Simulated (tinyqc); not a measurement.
Worked calculation: two electrons on one impurity (helium-like model). Values are carried at full precision from step to step, so a last printed digit may differ when a step is redone from the rounded ones.

Units Ha* = 2 Ry m/eps^2 and a* = a0 eps/m. One electron is bound by Z^2/2. Two electrons in the singlet built from exp(-a r) and exp(-b r): S = 8 (ab)^(3/2)/(a + b)^3, h_aa = a^2/2 - Z a, h_bb alike, h_ab = S (ab/2 - Z (a + b)/2), J = ab (a^2 + 3ab + b^2)/(a + b)^3, K = 20 (ab)^3/(a + b)^5, E = (h_aa + h_bb + 2 S h_ab + J + K)/(1 + S^2). For a = b this is a^2 - 2 Z a + 5a/8. Real double donors are deeper, since the central cell is left out.

Constants: Ry = 13.60569312 eV; a0 (Bohr radius) = 0.5291772105 angstrom.

Parameters, chosen for this exercise (near those of impurities in Ge; the results hold for these values, not for the real material): m = 0.164 m0 (one mean mass); eps = 15.7 (dielectric constant); Z = 2 (effective charge (1: D- centre, 2: double donor; other values mimic a central cell)); ab = (2.04, 1.05) 1/a* (trial exponents a, b).

## Units and equal orbitals

Give Ha*, a*, the best common exponent Z - 5/16, E = -(Z - 5/16)^2, and the binding of the second electron -Z^2/2 - E.

Ha* = 18.105 meV
a* = 50.66 angstrom
exponent = 1.6875
E with equal orbitals = -2.84766 Ha*
binding of the second electron = 15.35 meV

The first electron is bound by 36.2 meV, 2.36 times as much as the second.

## Unequal orbitals

Evaluate the integrals and E.

S, h_aa, h_bb, h_ab, J, K: [0.85005, -1.99920, -1.54875, -1.71625, 0.84872, 0.69774]

E = -2.85576 Ha*

This lies 0.0081 Ha* below the best equal-orbital value -(Z - 5/16)^2.

## The minimum over a and b

Give a, b, E, both binding energies and U, their difference.

a, b (1/a*): [2.183, 1.189]

E = -2.87566 Ha*

binding of the first and second electron (meV): [36.21, 15.85]

U = 20.36 meV

Letting one electron stay close and the other roam (decay lengths 23 and 43 angstrom) gains 0.51 meV. The exact value for Z = 2 is -2.90372, 0.51 meV lower.

## Checks

- Minimum for Z = 1 against the known -0.51330: both -0.51330.
- Minimum for Z = 2 against the known -2.87566: both -2.87566.

(tinyqc, `OMP_NUM_THREADS=1 python tinyqc.py 1282334 1282335 out.jsonl`, Intel(R) Xeon(R) Processor @ 2.30GHz, 1 thread, shared host, about 0.05 s.)
